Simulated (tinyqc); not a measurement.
Level against strength of the defect: Koster-Slater impurity in an sp3s* host.

sp3s* tight binding, nearest neighbours only: anion (a) at 0, cation (c) at a/4 (1,1,1), orbitals s, px, py, pz, s* on each; k in units of 2 pi/a. With phases e_j = exp(i (pi/2) k.n_j) for n = (1,1,1), (1,-1,-1), (-1,1,-1), (-1,-1,1): g0 = (e1+e2+e3+e4)/4, g1 = (e1+e2-e3-e4)/4, g2 = (e1-e2+e3-e4)/4, g3 = (e1-e2-e3+e4)/4. The diagonal holds the levels Esa, Epa, Exa (s*) and Esc, Epc, Exc. Anion-cation block: <sa|sc> = Vss g0; <sa|xc> = Vsapc g1; <xa|sc> = -Vscpa g1; <xa|xc> = Vxx g0; <xa|yc> = <ya|xc> = Vxy g3, <xa|zc> = <za|xc> = Vxy g2, <ya|zc> = <za|yc> = Vxy g1; <s*a|xc> = Vxapc g1; <xa|s*c> = -Vpaxc g1; y and z take g2 and g3 in place of g1; s-s* and s*-s* vanish.

A defect on an anion site (a) shifts the s level there by Vs or the three p levels by Vp and leaves the rest. A level in the gap solves 1/Vs = G_s(E) (symmetry A1) or 1/Vp = G_p(E) (T2, threefold), with G(E) = (1/N^3) sum over k and bands of w/(E - e), where w is the weight of the state on the s orbital of that site, or the mean weight on its px, py, pz. Mesh: k = f1 (-1,1,1) + f2 (1,-1,1) + f3 (1,1,-1), f = (j + 1/2)/N, j = 0 to N - 1. Energies from the top of the valence band at Gamma; the s* orbital of the site is left as it is. An infinite shift removes the s or p orbitals, the model of the ideal vacancy: G(E) = 0.

Parameters, chosen for this exercise (out of a larger set: near a published set for GaAs; not measured data): p = (-8.262, 1.044, -2.628, 3.667, 8.557, 6.721, -6.451, 1.948, 5.05, 4.516, 5.825, 4.817, 4.813) eV (order Esa, Epa, Esc, Epc, Exa, Exc, Vss, Vxx, Vxy, Vsapc, Vscpa, Vxapc, Vpaxc); N = 6 (mesh).

Eg (smallest gap of the host) = 1.58709 eV

A dash: no level in the gap from 0 to Eg. The last row is the ideal vacancy.

Levels (eV above the valence band):
```
shift (eV)     A1     T2
-40         0.957      -
-20         1.178      -
-12         1.372      -
-8          1.525      -
-5              -      -
-3              -      -
+3              -      -
+5              -  0.108
+8              -  0.503
+12             -  0.831
+20             -  1.116
+40         0.130  1.316
vacancy     0.628  1.486
```

What does the comparison show, and why?

A1: a level lies in the gap for the attractive shifts -8, -12, -20 and -40 eV and for the repulsive +40 eV; both branches tend to the vacancy level, 0.628 eV, which pins them. T2: no attractive shift listed puts a level in the gap, but a level lies there for the repulsive +5, +8, +12, +20 and +40 eV; the vacancy level lies at 1.486 eV. A level passes the edges where the shift equals 1/G, a value that is sensitive to the mesh there: on this one 1/G(0) = 33.1 and 1/G(Eg) = -6.7 eV for s, 4.1 and -54.2 eV for p.

Program tinyqc; command `OMP_NUM_THREADS=1 python tinyqc.py 1451665 1451666 out.jsonl`; about 0.03 s on one thread of a shared Intel(R) Xeon(R) Processor @ 2.30GHz.
